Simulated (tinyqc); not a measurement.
Self-heating of a transistor with one or more fingers, with temperature-dependent conductivity: one step, computed by the program tinyqc.

N long parallel fingers lie on the top face of a slab whose bottom is held at T_0; the top is otherwise insulated, and heat flows in two dimensions. P in W/mm is 1000 P in W/m.

Task: Linear temperature rise of each finger. theta_i = (P/(pi kappa_0)) [g_0 + sum over j != i of g(|i - j| s)], with equal powers and constant conductivity; thermal resistance = largest theta/P.

Inputs (values chosen for the exercise, modelled on gallium oxide): conductivity at the base temperature kappa_0 = 17.4 W/(m K); power per gate width P = 0.13 W/mm; fingers N = 8.

Power: power rises with temperature.

own factor g_0 = 7.963917

g(j s), j = 1..7: [2.039013, 1.362665, 0.984343, 0.732985, 0.553924, 0.421908, 0.322769]

Give: theta of each finger; largest theta; thermal resistance.

Result:

theta of each finger (K): [34.202, 38.283, 40.521, 41.544, 41.544, 40.521, 38.283, 34.202]

largest theta = 41.544 K

thermal resistance = 319.57 K mm/W

The neighbours supply 54 % of the rise of the hottest finger, which runs 7.3 K above the outer ones.
